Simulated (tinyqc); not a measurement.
## Hole mobility in a silicon inversion layer, empirical terms and Matthiessen rule: effect of the body doping

Inversion layer of sheet density Ns on a uniformly doped body. The mobility terms are empirical power laws with prefactors chosen for the exercise; adding their inverses (Matthiessen) is itself an approximation.

ni = sqrt(Nc Nv) exp(-Eg/(2 Vt)), Eg in volts; Ndep = sqrt(2 eps0 eps_r Nb (2 Vt ln(Nb/ni) + Vsb)/q); E = q (Ndep + eta Ns)/(eps0 eps_r), in MV/cm. With t = T/(300 K): muC = Ac (Ns/1e12 cm^-2) t/(Nb/1e17 cm^-3 + Nit/1e11 cm^-2), muP = Ap E^(-1/3) t^(-1.75), muS = As E^(-gs); 1/mu is the sum of the inverses.

Values chosen for this exercise; material values close to those of silicon:
```
symbol,value,unit,meaning
T,273,K,temperature
Eg,1.13,eV,band gap
eps_r,11.8,,relative permittivity of the semiconductor
Nc,2.41e19,cm^-3,conduction-band density of states at T
Nv,2.3e19,cm^-3,valence-band density of states at T
Vsb,1,V,reverse body bias
eta,0.3333,,weight of the inversion charge in the effective field
Ap,133,cm^2/(V s),phonon-limited mobility at 1 MV/cm and 300 K
As,536,cm^2/(V s),roughness-limited mobility at 1 MV/cm
gs,1,,exponent of the roughness term
Ac,1800,cm^2/(V s),Coulomb prefactor
Nit,5.8e10,cm^-2,charge at the interface
Ns,9.3e11,cm^-2,inversion density
```

Constants: q = 1.602176634e-19 C, kB = 1.380649e-23 J/K, Vt = kB T/q, eps0 = 8.8541878128e-14 F/cm where lengths are in cm. Results are converted to the units shown.

Effect of the body doping:
```
Nb (cm^-3)  E (MV/cm)  muC (cm^2/(V s))  muP (cm^2/(V s))  muS (cm^2/(V s))  mu (cm^2/(V s))
2e16           0.1525              1953             293.6              3514            237.9
4.4e16         0.2049              1493             266.1              2616            207.9
9.7e16         0.2835             982.8             238.8              1891            174.4
2.1e17         0.3981             568.4             213.2              1346            139.1
4.7e17         0.5771             288.5             188.4             928.7            101.5
1e18           0.8271             144.0             167.1             648.1            69.10
2.3e18          1.241             64.60             146.0             431.8            40.57
5e18            1.824             30.12             128.4             293.9            22.53
```

As Nb goes from 2e16 to 5e18 cm^-3, E rises from 0.153 to 1.82 MV/cm and mu falls from 238 to 22.5 cm^2/(V s). The smallest term is the phonon one in the first row and the Coulomb one in the last. At Nb = 5e18 cm^-3 E passes 1.5 MV/cm, beyond the usual range of such laws.

Numbers from tinyqc (`OMP_NUM_THREADS=1 python tinyqc.py 2510063 2510064 out.jsonl`; about 0.01 s on one thread of a shared Intel Xeon 2.30GHz).
